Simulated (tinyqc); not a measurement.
What each parameter does: six-band hole subbands of a thin body in a field.

Basis X, Y, Z times spin, hole energies counted downwards from the unstrained edge (the hydrostatic shift is left out), c = hbar^2/2m0. For a symmetric tensor T let C(T) have C_XX = L Txx + M (Tyy + Tzz), C_XY = N Txy (cyclic), L = c (g1 + 4 g2), M = c (g1 - 2 g2), N = 6 c g3. k = q + kz n, n the unit normal, q = k1 u + k2 v with u along the channel [1-10] and v = n x u. H = C(k k^T) + (Dso/3)(1 - L.sigma) - B + e F z with (L_k)_ij = -i epsilon_kij; B is the block C built from the traceless strain with 2b, -b and sqrt(3) d in place of L, M, N. Strain: exx = eyy = (s11 + s12) sx/2, ezz = s12 sx, exy = -s44 sx/4. Hard walls at z = 0 and t; basis sin(j pi z/t), j = 1 to Nz: kz^2 = (j pi/t)^2, kz = -i D with D_jl = 4 j l/(t (j^2 - l^2)), z_jj = t/2 and z_jl = -8 t j l/(pi (j^2 - l^2))^2 for j + l odd; 1 MV/cm = 0.01 eV/angstrom.

Nz = 14. E1 is the top subband at q = 0, gap the distance to the next pair, and the masses are c q^2/(E(q) - E1) at |q| = 0.02 1/angstrom (mean of the spin pair) along the channel [1-10] and across it in the plane; a dash marks a band that does not rise.

Constants: hbar^2/2m0 = 3.80998211 eV angstrom^2.

Parameters, chosen for this exercise (near those of a p-type Si channel; the results hold for these values, not for the real material):
- g1 = 4.31 (Luttinger gamma1)
- g2 = 0.34 (gamma2)
- g3 = 1.45 (gamma3)
- Dso = 0.044 eV (spin-orbit splitting)
- b = -2.11 eV (tetragonal potential)
- d = -4.77 eV (trigonal potential)
- S = (7.8, -2.16, 12.68) 1/TPa (compliances s11, s12, s44)
- face = 110 (surface)
- t = 30 angstrom (body thickness)
- F = 1.2 MV/cm (field across the body)
- sx = -1 GPa (stress along the channel [1-10], negative in compression)

Six bands.

One parameter was then changed.

Results before and after:
```
case     E1 (meV)  gap (meV)  m channel (m0)  m across (m0)
base        105.2       96.0           0.114          0.276
changed     138.3      124.3           0.117          0.276
```

Which of these changes was made? (a) F = 1.5 MV/cm; (b) d = -3.82 eV; (c) sx = -1.5 GPa; (d) t = 40 angstrom; (e) g2 = 0.39; (f) g3 = 1.35; (g) Dso = 0.066 eV.

Answer: (f) g3 = 1.35. Of the candidates, run in turn, only this one gives the changed row.

All candidates:
```
case             E1 (meV)  gap (meV)  m channel (m0)  m across (m0)
base                105.2       96.0           0.114          0.276
t = 40 angstrom     105.2       95.8           0.114          0.276
F = 1.5 MV/cm       125.9      111.2           0.114          0.276
sx = -1.5 GPa        87.0       96.0           0.114          0.276
g3 = 1.35           138.3      124.3           0.117          0.276
g2 = 0.39           111.9      101.2           0.114          0.283
Dso = 0.066 eV      111.5       96.0           0.114          0.276
d = -3.82 eV        110.4       96.0           0.114          0.276
```

Run: tinyqc, `OMP_NUM_THREADS=1 python tinyqc.py 1250111 1250112 out.jsonl`; Intel(R) Xeon(R) Processor @ 2.30GHz, one thread, shared host; about 0.3 s of CPU time with all checks.
